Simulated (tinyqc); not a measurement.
What each parameter does: polytypes by hexagonality, and a cubic inclusion as a quantum well.

Gap: E3 + (E2 - E3) h. Valence top Ev2 h and polarisation P2 h, both counted from 3C; Ec = Ev + gap.

A cubic inclusion of width L = N d in the host (h = 1) is a well of depth V = Ec(host) - Ec(3C). Square well with mass mismatch: k tan(k L/2) = (m_w/m_b) q, k = sqrt(m_w E/c), q = sqrt(m_b (V - E)/c), c = hbar^2/2m0, lowest root. The depth of the level, V - E, is its binding, and the transition to the valence top of the host is gap(host) - (V - E). The step in polarisation gives a field |F| = |P|/(eps eps0) in a thin inclusion, eps0 = 8.8541878e-12 F/m.

Constants: hbar^2/2m0 = 3.80998211 eV angstrom^2.

Inputs chosen for the exercise (of the order of those of GaAs; not measured data): E3 = 1.523 eV (gap of the cubic polytype); E2 = 1.522 eV (gap of 2H); Ev2 = 0.119 eV (valence top of 2H above that of 3C); P2 = 0.0018 C/m^2 (spontaneous polarisation of 2H); m = (0.063, 0.067) m0 (electron mass along c in the cubic layer and in the host); d = 3.265 angstrom (thickness of a double layer); eps = 12.9 (dielectric constant); N = 18 (double layers in the cubic inclusion).

Well depth, depth of the level, transition without the field and field.

One parameter was then changed.

Results before and after:

| case | V (eV) | depth (eV) | transition (eV) | \|F\| (MV/cm) |
|---|---|---|---|---|
| base | 0.1180 | 0.0679 | 1.4541 | 0.158 |
| changed | 0.1480 | 0.0921 | 1.4299 | 0.158 |

Which of these changes was made? (a) E3 = 1.503 eV; (b) E2 = 1.552 eV; (c) Ev2 = 0.149 eV; (d) m = (0.076, 0.067) m0; (e) eps = 13.9; (f) P2 = 0.0023 C/m^2; (g) N = 19.

Answer: (c) Ev2 = 0.149 eV. Of the candidates, run in turn, only this one gives the changed row.

All candidates:

| case | V (eV) | depth (eV) | transition (eV) | \|F\| (MV/cm) |
|---|---|---|---|---|
| base | 0.1180 | 0.0679 | 1.4541 | 0.158 |
| N = 19 | 0.1180 | 0.0706 | 1.4514 | 0.158 |
| Ev2 = 0.149 eV | 0.1480 | 0.0921 | 1.4299 | 0.158 |
| E3 = 1.503 eV | 0.1380 | 0.0839 | 1.4381 | 0.158 |
| E2 = 1.552 eV | 0.1480 | 0.0921 | 1.4599 | 0.158 |
| P2 = 0.0023 C/m^2 | 0.1180 | 0.0679 | 1.4541 | 0.201 |
| eps = 13.9 | 0.1180 | 0.0679 | 1.4541 | 0.146 |
| m = (0.076, 0.067) m0 | 0.1180 | 0.0700 | 1.4520 | 0.158 |

Computed by tinyqc, a small Python program: `OMP_NUM_THREADS=1 python tinyqc.py 1851031 1851032 out.jsonl` (the numbers bound the seed that draws the inputs); one thread of a shared host (Intel(R) Xeon(R) Processor @ 2.30GHz), about 0.08 s for the whole set of steps.
